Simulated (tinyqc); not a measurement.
# Thin-film transistor with exponential tail and deep states, accumulation layer, step by step

Program tinyqc, `OMP_NUM_THREADS=1 python tinyqc.py 2610135 2610136 out.jsonl`; Intel Xeon 2.30GHz, shared host, one thread, about 0.03 s. Printed values are rounded.

An undoped film in accumulation, thicker than the space-charge layer. With band bending psi the Fermi level lies E0 - psi below the band edge. Free electrons n = n0 exp(psi/Vt) carry the current; electrons in two exponential distributions of traps, a = a0 exp(psi/Va) and d = d0 exp(psi/Vp), do not. Linear regime, ohmic contacts, traps in equilibrium.

Parameters, values chosen for the exercise; values close to those of amorphous indium gallium zinc oxide:
```
symbol   value        unit                                        meaning
T          300           K                                    temperature
eps_r       10                 relative permittivity of the semiconductor
Nc      4.7e18       cm^-3                     density of extended states
mb          20  cm^2/(V s)                                  band mobility
Nt      3.1e18       cm^-3                   total density of tail states
Tt         380           K         characteristic temperature of the tail
Nd      9.5e16       cm^-3                   total density of deep states
Td        1410           K  characteristic temperature of the deep states
E0        0.62          eV           bulk Fermi level below the band edge
Ci          17     nF/cm^2                               gate capacitance
WL           2                                                  ratio W/L
Vd        0.05           V                                  drain voltage
Vg          23           V                   gate voltage above flat band
```

Constants: q = 1.602176634e-19 C, kB = 1.380649e-23 J/K, Vt = kB T/q, eps0 = 8.8541878128e-14 F/cm where lengths are in cm. Results are converted to the units shown.

Range of the model: The Fermi level at the surface comes within 2 Vt of the band edge, where the exponential forms for free and trapped electrons fail. The th form assumes a Fermi level far below the band edge; at the surface it overcounts the filled tail by a factor of about 5.3.

## Bulk densities

Va = kB Tt/q, Vp = kB Td/q; n0 = Nc exp(-E0/Vt), a0 = Nt th(T/Tt) exp(-E0/Va), d0 = Nd th(T/Td) exp(-E0/Vp), th(x) = pi x/sin(pi x).

Va = 0.0327459 V
Vp = 0.121504 V
th(T/Tt) = 4.03802
n0 = 1.80533e8 cm^-3
a0 = 7.49436e10 cm^-3
d0 = 6.22998e14 cm^-3

## Iteration 1: surface potential by Newton steps

psi at the start = 0.52 V

Va = kB Tt/q, Vp = kB Td/q. G(psi) = sum over the three kinds of c0 [V (exp(psi/V) - 1) - psi], field F = sqrt(2 q G/(eps0 eps_r)); Vg = psi + eps0 eps_r F/Ci at the surface. f = psi + eps0 eps_r F/Ci - Vg, f' = 1 + q rho/(Ci F) with rho = sum c0 (exp(psi/V) - 1); psi(new) = psi - f/f'.

F = 98.7491 kV/cm
f = -17.3368 V
f' = 70.9719
psi after iteration 1 = 0.764277 V

## Iteration 2: surface potential by Newton steps

As before.

F = 4882.22 kV/cm
f = 232.047 V
f' = 4388.70
psi after iteration 2 = 0.711403 V

The value that enters this step is an overshoot, farther from the solution than the start was, so its intermediate quantities are not physical.

## Course of the iteration: surface potential by Newton steps

Stop when psi changes by less than 1e-10 V, or after 30 iterations. psi must stay between 0 and 5 V.

Course of the iteration:
```
iteration   psi (V)  |change| (V)
1          0.764277         0.244
2          0.711403        0.0529
3          0.664754        0.0466
4          0.632398        0.0324
5          0.619618        0.0128
6          0.618046       1.57e-3
7          0.618025       2.09e-5
8          0.618025       3.64e-9
9          0.618025       < 1e-13
```

Converged in 9 iterations. At the end the number of correct digits about doubles with each step.

## Free and total charge, current

psi_s = 0.618025 V

Va = kB Tt/q, Vp = kB Td/q. G(psi) = sum over the three kinds of c0 [V (exp(psi/V) - 1) - psi], field F = sqrt(2 q G/(eps0 eps_r)); Vg = psi + eps0 eps_r F/Ci at the surface. Total charge Q = Ci (Vg - psi_s); free charge Qf = q times the integral of n0 (exp(psi/Vt) - 1)/F over psi from 0 to psi_s; I = (W/L) mb Qf Vd; effective mobility mb Qf/Q.

surface densities (cm^-3): free 4.35436e18, tail 1.17853e19, deep 1.00809e17
Q = 380.494 nC/cm^2
Qf = 68.7605 nC/cm^2
effective mobility = 3.61428 cm^2/(V s)
I = 137.521 nA

18.1 % of the induced charge is free, against 26.8 % of the electrons right at the surface.
